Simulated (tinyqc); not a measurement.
# Energy and delay of logic against supply voltage, step by step

tinyqc, about 0.01 s, one thread, Intel Xeon 2.30GHz (shared host): `OMP_NUM_THREADS=1 python tinyqc.py 2082164 2082165 out.jsonl` Printed values are rounded.

One expression serves below and above threshold: I(Vg) = Ik [ln(1 + exp((Vg - VT + dd V)/(al nf Vt)))]^al, with I_on = I(V) and I_off = I(0). Gate delay td = kd C V/I_on, clock period LD td. Per gate and cycle the switching energy is act C V^2 and the leakage energy I_off V LD td. No short-circuit current, no variation. Minima are sought above 0.09 V; below a few Vt gates no longer switch and the model has no meaning.

Parameters, values chosen for the exercise; values of the order met in logic technologies: temperature T = 378 K; threshold voltage at zero drain bias VT = 0.32 V; slope factor nf = 1.1; barrier lowering per volt of supply dd = 0.05; specific current of a gate Ik = 1.7 uA; exponent of the current law al = 1.71; load capacitance of a gate C = 2.3 fF; delay factor kd = 0.9; logic depth LD = 40; activity factor act = 0.01; supply voltage V = 0.39 V.

Constants: q = 1.602176634e-19 C, kB = 1.380649e-23 J/K, Vt = kB T/q. Results are converted to the units shown.

## Currents, delay and energies

I_on, I_off, td, clock frequency 1/(LD td), both energies and their sum.

I_on = 4.08354 uA
I_off = 0.384982 nA
td = 197.696 ps
clock frequency = 0.126457 GHz
switching energy = 3.49830 aJ
leakage energy = 1.18731 aJ
energy = 4.68561 aJ

I_on/I_off = 10600; leakage makes up 25.3 % of the energy.

## Starting value

V = 0.42 V.

V at the start = 0.42 V

## Iteration 1: new V

Minimum-energy supply: E(V) is the energy per gate and cycle; with h = 0.001 V, E' = (E(V + h) - E(V - h))/(2 h), E'' = (E(V - h) - 2 E(V) + E(V + h))/h^2, V(new) = V - E'/E''.

E' = 13.4529 aJ/V
E'' = 130.449 aJ/V^2
V after iteration 1 = 0.316872 V

## Iteration 2: new V

As before.

E' = -16.2832 aJ/V
E'' = 585.662 aJ/V^2
V after iteration 2 = 0.344675 V

## Iteration 3: new V

As before.

E' = -3.26480 aJ/V
E'' = 368.982 aJ/V^2
V after iteration 3 = 0.353523 V

## Course of the iteration

Stop when the step is below 1e-9 V, or after 40 iterations.

Course of the iteration:

| iteration | V before the step (V) | step (V) |
|---|---|---|
| 1 | 0.42 | -0.103 |
| 2 | 0.316872 | 0.0278 |
| 3 | 0.344675 | 8.85e-3 |
| 4 | 0.353523 | 6.91e-4 |
| 5 | 0.354214 | 3.77e-6 |
| 6 | 0.354217 | 1.80e-11 |

Converged in 6 iterations. There leakage makes up 36.1 % of the energy and the clock runs at 79.6 MHz.
